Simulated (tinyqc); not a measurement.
Defect, radiative and Auger recombination at equal electron and hole densities (ABC model): one step. Shares, lifetimes and light. Five cases, with inputs chosen for the exercise.

Problem. Shares of the three paths; lifetime n/G = 1/(Ae + B n + C n^2); differential lifetime 1/(Ae + 2 B n + 3 C n^2) and bandwidth 1/(2 pi tau_d); optical power density ex IQE J Eph/e.

J/(e d) = Ae n + B n^2 + C n^3 with Ae = A + 4 S/w (four side walls, carriers spread evenly), e = 1.602176634e-19 C, lengths in cm; internal efficiency IQE = B n^2/(Ae n + B n^2 + C n^3); all injected carriers recombine in the layer.

Give: shares; lifetime; differential lifetime; bandwidth; optical power density.

Case 1.

Values chosen (orders of magnitude like those quoted for InGaAs; the results hold for these values, not for the real material): B = 1.4e-10 cm^3/s (radiative coefficient); C = 3.1e-29 cm^6/s (Auger coefficient); J = 6 A/cm^2 (current density); ex = 0.72 (extraction efficiency); Eph = 0.82 eV (photon energy).

Ae = 1.40000e+07 1/s
n = 2.15832e+17 1/cm^3

Solution.

shares: defect 0.3066, radiative 0.6618, Auger 0.0316

lifetime = 21.9 ns
differential lifetime = 12.7 ns
bandwidth = 12.5 MHz
optical power density = 2.34 W/cm^2

The radiative path is the largest; the device runs below its efficiency peak, where the defect and Auger shares are equal.

Case 2.

Values chosen (orders of magnitude like those quoted for Ge; the results hold for these values, not for the real material): B = 7e-14 cm^3/s (radiative coefficient); C = 7.5e-32 cm^6/s (Auger coefficient); J = 1.4 A/cm^2 (current density); ex = 0.11 (extraction efficiency); Eph = 0.65 eV (photon energy).

Ae = 230000 1/s
n = 7.20154e+17 1/cm^3

Solution.

shares: defect 0.7203, radiative 0.1579, Auger 0.1218

lifetime = 3.13e+03 ns
differential lifetime = 2.23e+03 ns
bandwidth = 0.0712 MHz
optical power density = 0.0158 W/cm^2

The defect path is the largest; the device runs below its efficiency peak, where the defect and Auger shares are equal.

Case 3.

Values chosen (orders of magnitude like those quoted for Si; the results hold for these values, not for the real material): B = 3.5e-15 cm^3/s (radiative coefficient); C = 7.9e-31 cm^6/s (Auger coefficient); J = 1500 A/cm^2 (current density); ex = 0.21 (extraction efficiency); Eph = 1.11 eV (photon energy).

Ae = 48571.4 1/s
n = 1.04105e+18 1/cm^3

Solution.

shares: defect 0.0535, radiative 0.0040, Auger 0.9425

lifetime = 1.10e+03 ns
differential lifetime = 381 ns
bandwidth = 0.418 MHz
optical power density = 1.40 W/cm^2

The Auger path is the largest; the device runs above its efficiency peak, where the defect and Auger shares are equal.

Case 4.

Values chosen (orders of magnitude like those quoted for InP; the results hold for these values, not for the real material): B = 1.8e-10 cm^3/s (radiative coefficient); C = 4.7e-31 cm^6/s (Auger coefficient); J = 4500 A/cm^2 (current density); ex = 0.76 (extraction efficiency); Eph = 1.32 eV (photon energy).

Ae = 3.20000e+07 1/s
n = 2.93118e+18 1/cm^3

Solution.

shares: defect 0.0568, radiative 0.9361, Auger 0.0072

lifetime = 1.77 ns
differential lifetime = 0.910 ns
bandwidth = 175 MHz
optical power density = 4.23e+03 W/cm^2

The radiative path is the largest; the device runs below its efficiency peak, where the defect and Auger shares are equal. At this density the bands are degenerate: B saturates and stimulated emission, left out, would clamp n in a laser cavity.

Case 5.

Values chosen (orders of magnitude like those quoted for GaN; the results hold for these values, not for the real material): B = 1.9e-12 cm^3/s (radiative coefficient); C = 1.2e-31 cm^6/s (Auger coefficient); J = 110 A/cm^2 (current density); ex = 0.1 (extraction efficiency); Eph = 2.79 eV (photon energy).

Ae = 2.50000e+06 1/s
n = 2.13227e+19 1/cm^3

Solution.

shares: defect 0.0256, radiative 0.4152, Auger 0.5592

lifetime = 10.2 ns
differential lifetime = 4.05 ns
bandwidth = 39.3 MHz
optical power density = 12.7 W/cm^2

The Auger path is the largest; the device runs above its efficiency peak, where the defect and Auger shares are equal.

Computed by tinyqc, one run a case: `OMP_NUM_THREADS=1 python tinyqc.py N N+1 out.jsonl` with N = 1681557, 1681604, 1681619, 1681849, 1681876; one thread of a shared Intel(R) Xeon(R) Processor @ 2.30GHz, about 0.01 s a run at most.
